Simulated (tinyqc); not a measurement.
LDA (PW92) atom on a uniform radial grid, spin-unpolarised, for C+, step by step. Computed by tinyqc, a small Python program that keeps every step. Settings: Z = 6, points = 256, R = 9.9, functional = lda,pw, mixing = 1.0, iteration cap = 72. Command: `OMP_NUM_THREADS=1 python tinyqc.py 25770 25771 out.jsonl` (the two numbers bound the seeds that draw the settings). One thread of a shared host (Intel(R) Xeon(R) Processor @ 2.60GHz), about 0.6 s of CPU time with the checks. Later iterations appear only in the table of the cycle.

## Iteration 1

Spherical atom on a uniform radial grid r_j = j h with h = R/(N + 1), h sum u^2 = 1 and integrals as h times sums, u(0) = u(R) = 0 (atomic units):
```
parameter,value
Z,6
points N,256
R,9.900000
h,0.038521
mixing,1.000000
electrons in 1s,2
electrons in 2s,2
electrons in 2p,1
```

Three-point differences turn -u''/2 + [l(l+1)/2r^2 - Z/r + V] u = e u into a tridiagonal matrix (diagonal 1/h^2 + potential, off-diagonal -1/2h^2). D = sum f u^2; the Hartree potential y/r solves y'' = -D/r with y(0) = 0, y(R) = N_e; v_xc comes from rho = D/(4 pi r^2); E = sum f e - int D V + int D (V_H/2 + eps_xc); V(new) = V + mixing (V_H + v_xc - V).

eigenvalues (hartree): 1s -17.765823, 2s -4.485075, 2p -4.505049

Every 16th grid point:
```
r,V in,u(1s),u(2s),u(2p),D,V_H,v_xc
0.616342,0.000000,0.457457,-0.849869,1.077153,3.023346,6.640194,-0.921223
1.232685,0.000000,0.023405,-0.858243,0.676032,1.931278,3.966618,-0.519453
1.849027,0.000000,0.000898,-0.343222,0.238967,0.292709,2.699805,-0.228022
2.465370,0.000000,0.000031,-0.101774,0.066778,0.025175,2.027915,-0.092122
3.081712,0.000000,9.80e-07,-0.025923,0.016406,0.001613,1.622468,-0.035322
3.698054,0.000000,3.01e-08,-0.006019,0.003715,0.000086,1.352062,-0.012872
4.314397,0.000000,8.97e-10,-0.001313,0.000795,4.08e-06,1.158911,-0.004478
4.930739,0.000000,2.62e-11,-0.000274,0.000163,1.77e-07,1.014047,-0.001501
5.547082,0.000000,0,-0.000055,0.000033,7.16e-09,0.901375,-0.000489
6.163424,0.000000,0,-0.000011,0.000006,2.75e-10,0.811237,-0.000156
6.779767,0.000000,0,-2.08e-06,1.20e-06,1.01e-11,0.737489,-0.000049
7.396109,0.000000,0,-3.94e-07,2.25e-07,0,0.676031,0.000000
8.012451,0.000000,0,-7.33e-08,4.16e-08,0,0.624029,0.000000
8.628794,0.000000,0,-1.35e-08,7.58e-09,0,0.579455,0.000000
9.245136,0.000000,0,-2.39e-09,1.33e-09,0,0.540825,0.000000
9.861479,0.000000,0,-8.53e-11,4.75e-11,0,0.507023,0.000000
```

total energy = -34.68962923 hartree

## Iteration 2

As before.

eigenvalues (hartree): 1s -8.808757, 2s -0.588016, 2p -0.300567

Every 16th grid point:
```
r,V in,u(1s),u(2s),u(2p),D,V_H,v_xc
0.616342,5.718971,0.587461,-0.344363,0.421463,1.105025,5.230049,-0.671848
1.232685,3.447165,0.059985,-0.769097,0.638649,1.598090,3.390894,-0.489925
1.849027,2.471783,0.005209,-0.688229,0.630151,1.344463,2.523735,-0.362155
2.465370,1.935793,0.000428,-0.488876,0.529804,0.758692,1.975447,-0.255515
3.081712,1.587146,0.000034,-0.314295,0.412486,0.367707,1.606135,-0.179626
3.698054,1.339190,2.70e-06,-0.191827,0.307916,0.168407,1.346721,-0.127514
4.314397,1.154432,2.12e-07,-0.113513,0.223878,0.075892,1.157095,-0.091689
4.930739,1.012546,1.65e-08,-0.065800,0.159737,0.034175,1.013415,-0.066705
5.547082,0.900886,1.28e-09,-0.037572,0.112250,0.015423,0.901154,-0.048961
6.163424,0.811081,9.88e-11,-0.021201,0.077789,0.006950,0.811162,-0.036126
6.779767,0.737439,0,-0.011839,0.053100,0.003100,0.737464,-0.026680
7.396109,0.676031,0,-0.006537,0.035509,0.001346,0.676024,-0.019599
8.012451,0.624029,0,-0.003543,0.022912,0.000550,0.624027,-0.014154
8.628794,0.579455,0,-0.001828,0.013675,0.000194,0.579455,-0.009768
9.245136,0.540825,0,-0.000788,0.006514,0.000044,0.540825,-0.005856
9.861479,0.507023,0,-0.000043,0.000372,1.42e-07,0.507023,-0.000892
```

total energy = -36.35135225 hartree

## Iteration 3

As before.

eigenvalues (hartree): 1s -10.836352, 2s -1.121816, 2p -0.829940

Every 16th grid point:
```
r,V in,u(1s),u(2s),u(2p),D,V_H,v_xc
0.616342,4.558201,0.548119,-0.500669,0.696987,1.587999,5.780346,-0.752492
1.232685,2.900969,0.045526,-0.873293,0.799843,2.169176,3.692261,-0.538472
1.849027,2.161580,0.003101,-0.621871,0.578292,1.107889,2.644470,-0.341374
2.465370,1.719932,0.000197,-0.349386,0.353714,0.369255,2.018258,-0.205646
3.081712,1.426509,0.000012,-0.176531,0.199181,0.101999,1.620836,-0.122413
3.698054,1.219207,7.32e-07,-0.084054,0.106791,0.025535,1.351785,-0.072616
4.314397,1.065406,4.37e-08,-0.038544,0.055429,0.006044,1.158863,-0.042960
4.930739,0.946710,2.58e-09,-0.017225,0.028118,0.001384,1.014038,-0.025335
5.547082,0.852193,1.52e-10,-0.007555,0.014024,0.000311,0.901373,-0.014894
6.163424,0.775036,0,-0.003268,0.006904,0.000069,0.811237,-0.008730
6.779767,0.710784,0,-0.001398,0.003364,0.000015,0.737488,-0.005105
7.396109,0.656425,0,-0.000593,0.001623,3.34e-06,0.676031,-0.002977
8.012451,0.609873,0,-0.000249,0.000773,7.21e-07,0.624029,-0.001728
8.628794,0.569687,0,-0.000102,0.000356,1.47e-07,0.579455,-0.000984
9.245136,0.534969,0,-0.000037,0.000141,2.26e-08,0.540825,-0.000510
9.861479,0.506132,0,-1.89e-06,0.000007,6.31e-11,0.507023,-0.000070
```

total energy = -36.52769807 hartree

## Convergence

Stop when input and output potentials agree to 1e-7.

Course of the cycle (hartree):
```
iteration,E,e(1s),e(2s),e(2p),largest |V(out) - V(in)|
1,-34.68962923,-17.765823,-4.485075,-4.505049,1.16e+01
2,-36.35135225,-8.808757,-0.588016,-0.300567,2.84e+00
3,-36.52769807,-10.836352,-1.121816,-0.829940,9.45e-01
4,-36.55120554,-10.114158,-0.875749,-0.572892,3.29e-01
5,-36.55430873,-10.368814,-0.956581,-0.656276,1.20e-01
6,-36.55472931,-10.275261,-0.925900,-0.624439,4.39e-02
7,-36.55478594,-10.309510,-0.937037,-0.635973,1.61e-02
8,-36.55479358,-10.296924,-0.932927,-0.631713,5.92e-03
9,-36.55479462,-10.301546,-0.934435,-0.633275,2.18e-03
10,-36.55479476,-10.299848,-0.933881,-0.632701,7.99e-04
11,-36.55479477,-10.300471,-0.934084,-0.632912,2.94e-04
12,-36.55479478,-10.300242,-0.934009,-0.632835,1.08e-04
13,-36.55479478,-10.300326,-0.934037,-0.632863,3.96e-05
14,-36.55479478,-10.300296,-0.934027,-0.632853,1.45e-05
15,-36.55479478,-10.300307,-0.934030,-0.632856,5.34e-06
16,-36.55479478,-10.300303,-0.934029,-0.632855,1.96e-06
17,-36.55479478,-10.300304,-0.934030,-0.632855,7.21e-07
18,-36.55479478,-10.300304,-0.934029,-0.632855,2.65e-07
19,-36.55479478,-10.300304,-0.934029,-0.632855,9.73e-08
```

Converged in 19 iterations. A uniform grid resolves the cusp poorly: for a bare nucleus this grid gives 1s at -17.76582 against -Z^2/2 = -18 hartree. Before convergence this energy mixes input and output and is not variational, so it may rise towards its limit.
